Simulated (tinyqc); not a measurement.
Which face: thin-body film or fin with hard walls, valleys of the Si type.

Six ellipsoidal valleys with their long axes along the cube axes, mass ml along the axis and mt across it. For a valley whose axis makes the angle theta with the surface normal, 1/m_z = cos^2(theta)/ml + sin^2(theta)/mt sets the confinement; in the plane the masses are m_1 = mt and m_2 = ml mt/m_z, and m_d = sqrt(m_1 m_2).

A film of thickness t between hard walls, flat band inside: E_n = c (n pi/t)^2/m_z above the bulk edge, c = hbar^2/2m0. Without degeneracy the sheet density is N2 exp((EF - Ec)/kB T) with N2 = sum_i g m_d/(2 pi c) kB T exp(-E_i/kB T) over n = 1 to 40 of each group; a classical film has t Nc with Nc = 2 g_all (m_dos kB T/(4 pi c))^(3/2), m_dos = (ml mt^2)^(1/3). The threshold shift is dVt = kB T ln(t Nc/N2).

Constants: hbar^2/2m0 = 3.80998211 eV angstrom^2; kB = 8.617333262e-05 eV/K.

Inputs chosen for the exercise (near those of Si; the results hold for these values, not for the real material): ml = 0.923 m0 (longitudinal mass); mt = 0.187 m0 (transverse mass); T = 77 K (temperature); t = 80 angstrom (body thickness); g_all = 6 (number of valleys).

The same thickness on four faces; m_1 and m_2 are the in-plane masses of the lowest group.

Results:
```
face   valleys of lowest     m_z  E1 (eV)  share (%)  dVt (mV)    m_1    m_2
(100)                  2  0.9230   0.0064       91.2      12.0  0.187  0.187
(110)                  4  0.3110   0.0189       91.1      16.7  0.187  0.555
(111)                  6  0.2547   0.0231      100.0      18.1  0.187  0.678
(211)                  2  0.3992   0.0147       70.9      16.3  0.187  0.432
```

What does the comparison show, and why?

The threshold shift is smallest on (100) (12.0 mV) and largest on (111) (18.1 mV). The lowest E1 belongs to (100), the same face: the heavy m_z outweighs the smaller number of valleys. Since m_z m_1 m_2 = ml mt^2 on every face, a heavy confinement mass comes with light masses in the plane.

Program tinyqc; command `OMP_NUM_THREADS=1 python tinyqc.py 1280841 1280842 out.jsonl`; about 0.01 s on one thread of a shared Intel(R) Xeon(R) Processor @ 2.30GHz.
